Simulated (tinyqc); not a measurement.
A particle near a wafer in liquid: double-layer and van der Waals forces (DLVO), deposition barrier and removal: one step, computed by the program tinyqc. Command: `OMP_NUM_THREADS=1 python tinyqc.py 3110618 3110619 out.jsonl dlvo walk`. One thread of a shared host (Intel(R) Xeon(R) Processor @ 2.30GHz), about 0.01 s of CPU time with the checks.

Sphere and flat wall, Derjaguin approximation, constant potentials in the linear-superposition form, no retardation and no hydration force.

Problem. The curve. U(h) = Z R exp(-kappa h) - A R/(6 h); F(h) = -dU/dh = kappa Z R exp(-kappa h) - A R/(6 h^2), positive for repulsion.

Inputs (values chosen for the exercise, of the order of those for silicon nitride on silicon in water): particle radius R = 18 nm; Hamaker constant A = 2.8e-20 J; temperature T = 298 K.

kappa = 0.2791804 1/nm

Z = -19.86598 pN

Constants: k_B = 1.380649e-23 J/K.

Give: the table «Against the gap» with the columns kappa h, U (k_B T), F (pN), for h (nm) = 0.4, 0.6, 1.0, 1.5, 2.5, 4.0, 7.0, 12.0, 20.0, 40.0.

Solution.

Against the gap:
```
h (nm)  kappa h  U (k_B T)       F (pN)
0.4       0.112    -128.77  -6.1428e+02
0.6       0.168    -107.54  -3.1777e+02
1.0       0.279     -86.16  -1.5951e+02
1.5       0.419     -70.79  -1.0301e+02
2.5       0.698     -51.41  -6.3117e+01
4.0       1.117     -33.56  -3.7930e+01
7.0       1.954     -15.23  -1.5857e+01
12.0      3.350      -4.75  -4.0853e+00
20.0      5.584      -1.35  -5.8526e-01
40.0     11.167      -0.51  -5.3911e-02
```

Caution: in rows where h is not small against R, A R/(6 h) overstates the van der Waals term. Caution: in rows with kappa h below 1 linear superposition is only rough.
